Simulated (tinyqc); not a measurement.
Sheet resistance and Hall data of a diffused or implanted layer: one step, computed by the program tinyqc.

Carriers are taken equal to the net active doping down to the junction (full ionisation, which deep dopants in wide-gap hosts do not reach; no spill-over, no depletion), and the Hall factor is 1.

Problem. Profile. N(x) = N_0 exp(-x^2/l^2), dose N_0 l sqrt(pi)/2, junction x_j = l sqrt(ln(N_0/N_B)). Mobility mu = mu_min + (mu_max - mu_min)/(1 + (N_t/N_ref)^alpha), N_t = active doping + N_B; carriers n = active doping - N_B, all dopants active. sigma = e n mu.

Inputs (values chosen for the exercise, modelled on silicon in GaN):

| quantity | value | unit |
|---|---|---|
| mu_min | 54.9 | cm^2/(V s) |
| mu_max | 1030 | cm^2/(V s) |
| N_ref | 1.9e+17 | 1/cm^3 |
| exponent alpha | 0.99 | - |
| peak concentration N_0 | 2e+18 | 1/cm^3 |
| length scale l | 140 | nm |
| background doping N_B (opposite type) | 6.7e+16 | 1/cm^3 |

Profile: Gaussian at the surface. Activation: complete.

Constants: e = 1.602176634e-19 C.

Give: Depth, doping, carriers, mobility and conductivity at 2, 10, 20, 35, 50, 65, 80, 90 and 98 % of the layer.

Solution.

Depth, doping, carriers, mobility and conductivity at 2, 10, 20, 35, 50, 65, 80, 90 and 98 % of the layer:

| x (nm) | N (1/cm^3) | n (1/cm^3) | mu (cm^2/(V s)) | sigma (S/cm) |
|---|---|---|---|---|
| 5.2 | 1.997e+18 | 1.930e+18 | 138.9 | 42.96 |
| 25.8 | 1.933e+18 | 1.866e+18 | 141.3 | 42.26 |
| 51.6 | 1.746e+18 | 1.679e+18 | 149.3 | 40.16 |
| 90.3 | 1.319e+18 | 1.252e+18 | 174.5 | 35.01 |
| 129.0 | 8.556e+17 | 7.886e+17 | 223.6 | 28.25 |
| 167.7 | 4.763e+17 | 4.093e+17 | 309.5 | 20.30 |
| 206.4 | 2.275e+17 | 1.605e+17 | 438.3 | 11.27 |
| 232.2 | 1.277e+17 | 6.074e+16 | 536.5 | 5.22 |
| 252.8 | 7.664e+16 | 9.645e+15 | 609.5 | 0.94 |

The mobility varies by a factor 4.4 across these points and the conductivity by 45.6.
